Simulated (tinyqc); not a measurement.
Comparisons within one model: defect, radiative and Auger recombination at equal electron and hole densities (ABC model). A value that a table varies takes the place of the one given here.

J/(e d) = Ae n + B n^2 + C n^3 with Ae = A + 4 S/w (four side walls, carriers spread evenly), e = 1.602176634e-19 C, lengths in cm; internal efficiency IQE = B n^2/(Ae n + B n^2 + C n^3); all injected carriers recombine in the layer.

Inputs chosen for the exercise (orders of magnitude like those quoted for InP; the results hold for these values, not for the real material): A = 28000000 1/s (defect rate); B = 9.1e-11 cm^3/s (radiative coefficient); C = 7.9e-31 cm^6/s (Auger coefficient); S = 0 cm/s (recombination velocity of the side walls); w = 120 micrometre (side of the square mesa); d = 120 nm (active thickness); S2 = 2400 cm/s (recombination velocity of the side walls in this comparison); J = 180000 A/cm^2 (current density).

## Efficiency against current

The slope is d ln(B n^2)/d ln J = 2 (Ae + B n + C n^2)/(Ae + 2 B n + 3 C n^2).

Results:

| J (A/cm^2) | n (1/cm^3) | IQE | slope | differential lifetime (ns) |
|---|---|---|---|---|
| 7.0 | 9.85e+16 | 0.242 | 1.609 | 21.8 |
| 30 | 2.88e+17 | 0.483 | 1.347 | 12.4 |
| 1.0e+02 | 6.16e+17 | 0.665 | 1.196 | 7.09 |
| 4.0e+02 | 1.36e+18 | 0.808 | 1.095 | 3.58 |
| 2.0e+03 | 3.19e+18 | 0.890 | 1.032 | 1.58 |
| 7.0e+03 | 6.02e+18 | 0.906 | 0.999 | 0.827 |
| 3.0e+04 | 1.23e+19 | 0.884 | 0.965 | 0.381 |
| 1.0e+05 | 2.18e+19 | 0.831 | 0.932 | 0.195 |
| 4.0e+05 | 4.10e+19 | 0.734 | 0.887 | 0.0873 |
| 2.0e+06 | 8.17e+19 | 0.584 | 0.829 | 0.0326 |

What does this show?

IQE peaks at 0.906 for J = 6.84e+03 A/cm^2, where the slope passes 1. It is 0.242 at the lowest current and 0.584 at the highest, a droop of 36 %. The slope runs from 1.61 to 0.83; its limits are 2 (defects alone), 1 (radiation alone) and 2/3 (Auger alone). Rows above 1e5 A/cm^2 (2 of them) are formal: heating, left out, would destroy a real device. In the 6 rows above about 2e18 1/cm^3 the bands are degenerate: B saturates and stimulated emission, left out, would clamp n in a laser cavity.

## Shrinking the mesa

S = S2; w takes the values listed.

Results:

| w (micrometre) | Ae (1/s) | IQE_max | J at the peak (A/cm^2) | IQE at J |
|---|---|---|---|---|
| 200 | 2.85e+07 | 0.906 | 6.96e+03 | 0.794 |
| 100 | 2.90e+07 | 0.905 | 7.09e+03 | 0.794 |
| 50 | 2.99e+07 | 0.903 | 7.33e+03 | 0.794 |
| 20 | 3.28e+07 | 0.899 | 8.08e+03 | 0.793 |
| 10 | 3.76e+07 | 0.893 | 9.32e+03 | 0.792 |
| 5 | 4.72e+07 | 0.882 | 1.19e+04 | 0.790 |
| 2 | 7.60e+07 | 0.854 | 1.97e+04 | 0.784 |
| 1 | 1.24e+08 | 0.821 | 3.34e+04 | 0.773 |

What can be read from the table?

The walls equal the bulk defect rate at w = 4 S/A = 3.43 micrometre. From 200 to 1 micrometre the peak efficiency falls from 0.906 to 0.821 and moves to a current 4.8 times higher; at the fixed J the efficiency goes from 0.794 to 0.773. For large w diffusion to the walls, left out here, would limit the loss.

## Spreading the carriers over a thicker layer

d is multiplied by the factor listed, at the same J.

Results:

| factor | n (1/cm^3) | defect | radiative | Auger |
|---|---|---|---|---|
| 0.10 | 7.82e+19 | 0.00234 | 0.594 | 0.403 |
| 0.20 | 5.83e+19 | 0.00349 | 0.662 | 0.335 |
| 0.50 | 3.91e+19 | 0.00584 | 0.742 | 0.252 |
| 1.0 | 2.86e+19 | 0.00855 | 0.794 | 0.197 |
| 2.0 | 2.07e+19 | 0.0124 | 0.837 | 0.151 |
| 5.0 | 1.34e+19 | 0.0201 | 0.878 | 0.102 |
| 10 | 9.60e+18 | 0.0287 | 0.897 | 0.0747 |
| 20 | 6.83e+18 | 0.0408 | 0.906 | 0.0537 |

What can be read from the table?

The best factor listed is 20 (IQE 0.9055); the optimum factor equals J/J_peak = 26.3, a layer of 3.16e+03 nm, since only J/d matters and the peak value 0.906 does not depend on d. A thicker layer trades Auger loss (0.403 to 0.0537) for defect loss (0.00234 to 0.0408).

## What moves the efficiency

IQE_max = Q/(Q + 2) with Q = B/sqrt(Ae C), reached at n = sqrt(Ae/C). Each row changes one parameter from the base and keeps the others.

Results:

| case | n (1/cm^3) | IQE | IQE_max | J at the peak (A/cm^2) |
|---|---|---|---|---|
| base | 2.859e+19 | 0.7943 | 0.9063 | 6.84e+03 |
| A = 56000000 1/s | 2.848e+19 | 0.7881 | 0.8725 | 1.42e+04 |
| B = 1.36e-10 cm^3/s | 2.446e+19 | 0.8692 | 0.9353 | 9.91e+03 |
| C = 1.58e-30 cm^6/s | 2.645e+19 | 0.6799 | 0.8725 | 3.55e+03 |
| d = 240 nm | 2.075e+19 | 0.8369 | 0.9063 | 1.37e+04 |
| J = 540000 A/cm^2 | 4.675e+19 | 0.7080 | 0.9063 | 6.84e+03 |

What does this show?

The largest shifts from the base row, up to three for each result and ties (the steps differ in size, so this ranks the rows, not the parameters). n (1/cm^3): J +1.82e+19, d -7.84e+18, B -4.13e+18. IQE: C -0.114, J -0.0863, B +0.0749. IQE_max: A -0.0339, C -0.0339, B +0.0290; unchanged at the printed digits by d and J. J at the peak (A/cm^2): A +7.37e+03, d +6.84e+03, C -3.29e+03; unchanged at the printed digits by J.

Run: tinyqc, `OMP_NUM_THREADS=1 python tinyqc.py 1650190 1650191 out.jsonl`; Intel(R) Xeon(R) Processor @ 2.30GHz, one thread, shared host; about 0.01 s of CPU time with all checks.
